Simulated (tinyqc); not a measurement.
# Resistance of a source-drain extension with a graded tip: effects of single changes

y runs along the channel, the gate covers y > 0. The doping is N0 for y < y0 and N0 10^(-(y - y0)/la) beyond, uniform over the depth xj. Sheet conductance s(y) = q mu(N) max(N - Nch, 0) xj + (for y > 0) ma Cox Vo, with mu(N) = u0 + (u1 - u0)/(1 + (N/Nr)^au) and Cox = eps0 eox/tox. Current is taken as one-dimensional; depletion of the tip, spreading and the contact are left out. The metallurgical junction lies at yj, where N = Nch.

Values chosen for this exercise; mobility law close to that of electrons in silicon: relative permittivity of the gate insulator (close to zirconium oxide) eox = 25; insulator thickness tox = 5.1 nm; active doping of the extension far from the gate N0 = 1.8e20 cm^-3; lateral abruptness la = 6.6 nm/decade; position under the gate where the fall begins (gate edge at 0) y0 = 0.6 nm; depth of the extension xj = 26 nm; channel doping Nch = 6e17 cm^-3; spacer length Ls = 13 nm; gate overdrive Vo = 0.44 V; mobility of the gate-induced layer ma = 150 cm^2/(V s); mobility at low doping u1 = 1414 cm^2/(V s); mobility at high doping u0 = 68.5 cm^2/(V s); reference doping Nr = 9.2e16 cm^-3; exponent au = 0.711; gate length Lg = 60 nm.

Constants: q = 1.602176634e-19 C, eps0 = 8.8541878128e-14 F/cm where lengths are in cm. Results are converted to the units shown.

Each table varies one quantity; the others keep the values above.

## Abruptness at a fixed junction position

R_spacer = integral of dy/s from -Ls to 0, R_ov from 0 to yj, R_channel = (Lg - 2 yj)/(ma Cox Vo), R_total = 2 R_spacer + 2 R_ov + R_channel. Electrical length L_eff = ma Cox dR_total/d(1/Vo); R_series = R_total - L_eff/(ma Cox Vo). y0 is moved with la so that yj stays at 16.949 nm.

The same in every row: yj (nm) = 16.95; R_channel (ohm um) = 91.12.

Abruptness at a fixed junction position:
```
la (nm/decade),R_spacer (ohm um),R_ov (ohm um),R_total (ohm um),L_eff (nm),R_series (ohm um)
1,2.331,6.135,108.1,27.46,12.20
2.3,2.331,10.35,116.5,29.12,14.84
3.6,2.331,14.57,124.9,30.78,17.49
4.9,2.331,18.79,133.4,32.43,20.13
6.1,2.331,22.68,141.1,33.97,22.57
7.4,2.389,26.85,149.6,35.62,25.24
8.7,3.036,30.51,158.2,37.23,28.25
10,4.504,33.57,167.3,38.74,32.01
```

Read the table: what changes, and by how much?

As la goes from 1 to 10 nm/decade, R_total rises from 108 to 167 ohm um, R_spacer rises from 2.33 to 4.50 ohm um and R_ov rises from 6.13 to 33.6 ohm um. R_total changes on average by 6.58 ohm um for each nm/decade. L_eff exceeds the metallurgical length by 1.36 nm in the first row and 12.6 nm in the last, since the gate also controls the lightly doped tips.

## Effect of the depth of the extension

Same model as above.

The same in every row: yj (nm) = 16.95; R_channel (ohm um) = 91.12.

Effect of the depth of the extension:
```
xj (nm),R_spacer (ohm um),R_ov (ohm um),R_total (ohm um),L_eff (nm),R_series (ohm um)
4,15.15,42.19,205.8,45.26,47.79
5.6,10.82,39.15,191.1,43.22,40.18
7.7,7.872,36.14,179.1,41.30,34.97
11,5.510,32.67,167.5,39.20,30.64
15,4.041,29.62,158.5,37.45,27.71
21,2.886,26.34,149.6,35.66,25.08
29,2.090,23.27,141.8,34.09,22.86
40,1.515,20.34,134.8,32.67,20.79
```

Read the table: what changes, and by how much?

As xj goes from 4 to 40, R_total falls from 206 to 135 ohm um, L_eff falls from 45.3 to 32.7 nm and R_series falls from 47.8 to 20.8 ohm um.

Computed by the program tinyqc: `OMP_NUM_THREADS=1 python tinyqc.py 2282295 2282296 out.jsonl`, one thread of a shared Intel Xeon 2.30GHz, about 0.03 s for the whole run.
